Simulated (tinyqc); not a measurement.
# Worked calculation: a finite superlattice with mass mismatch, transfer matrices

tinyqc, about 0.01 s, one thread, Intel Xeon 2.30GHz (shared host): `OMP_NUM_THREADS=1 python tinyqc.py 2560013 2560014 out.jsonl` Printed values are rounded.

One electron of energy E comes from the left lead (band edge 0); no transverse momentum. Parabolic bands, masses in units of m0, C = hbar^2/(2 m0); psi and psi'/m are continuous at every interface. N periods of a barrier d1 followed by a well Lw; the right lead equals the left one.

Parameters, values chosen for the exercise; masses and offsets close to those of InGaAs wells and InAlAs barriers: mass in the left lead mL = 0.04 m0; barrier height U1 = 0.53 eV; barrier mass m1 = 0.076 m0; barrier width d1 = 0.8 nm; well width (edge 0, mass mL) Lw = 7.8 nm; number of periods N = 7; electron energy E = 0.164 eV.

Constants: q = 1.602176634e-19 C, hbar = 1.054571817e-34 J s, m0 = 9.1093837015e-31 kg, hbar^2/(2 m0) = 0.0380998212 eV nm^2. Results are converted to the units shown.

Range of the model: Masses are held fixed, although real bands cease to be parabolic a few tenths of an eV from their edges (inside a barrier too).

## Wave numbers

k = sqrt(m (E - U)/C) where E > U, K = sqrt(m (U - E)/C) where E < U; v = k/m in the leads.

Layers:
```
	U (eV)	m (m0)	d (nm)	k or K (1/nm)	which
1	0.53	0.076	0.8	0.854448	K
2	0	0.04	7.8	0.414945	k
```

vL = 10.3736 1/nm
vR = 10.3736 1/nm

## Matrices of the layers

For the pair (psi, psi'/m) a flat layer has M = [[cos kd, (m/k) sin kd], [-(k/m) sin kd, cos kd]] with k = sqrt(m (E - U)/C) above its edge U, and M = [[cosh Kd, (m/K) sinh Kd], [(K/m) sinh Kd, cosh Kd]] with K = sqrt(m (U - E)/C) below it. M12 is in nm, M21 in 1/nm.

M of layer 1:
```
	1	2
1	1.24287	0.0656467
2	8.29769	1.24287
```

M of layer 2:
```
	1	2
1	-0.995493	-0.00914193
2	0.983782	-0.995493
```

## Product of the matrices

The matrix of the later layer stands to the left: M = M_n ... M_2 M_1; det M = 1.

M of one period:
```
	1	2
1	-1.31312	-0.0767130
2	-7.03759	-1.17268
```

## N periods by the Chebyshev identity

x = (M11 + M22)/2 of one period. For |x| < 1 the energy lies in a miniband and cos(th) = x; for |x| > 1 it lies in a gap and cosh(g) = |x|. M^N = U_(N-1)(x) M - U_(N-2)(x) 1, with U_n = sin((n + 1) th)/sin th in a band and sign(x)^n sinh((n + 1) g)/sinh g in a gap.

x = -1.24290
g = 0.683607
U_(N-1) = 81.1012
U_(N-2) = -40.9310

M^N:
```
	1	2
1	-65.5648	-6.22152
2	-570.757	-54.1750
```

The energy lies in a gap: for large N each further period divides T(E) by exp(2 g) = 3.92.

## Transmission and reflection

The matrix M carries (psi, psi'/m) across the stack, and v = k/m in each lead. psi = 1 + r at the left edge (incident amplitude 1) and t at the right edge. With det M = 1, a = i vR M11 - M21 and b = -vL vR M12 - i vL M22: t = 2 i vL/(a - b), r = -(a + b)/(a - b), T(E) = (vR/vL) |t|^2, R(E) = |r|^2.

t = -0.0165980-0.0013196i
r = -0.015639-0.999739i
T(E) = 2.77234e-4
R(E) = 0.999723

T(E) + R(E) = 1: the current is conserved.
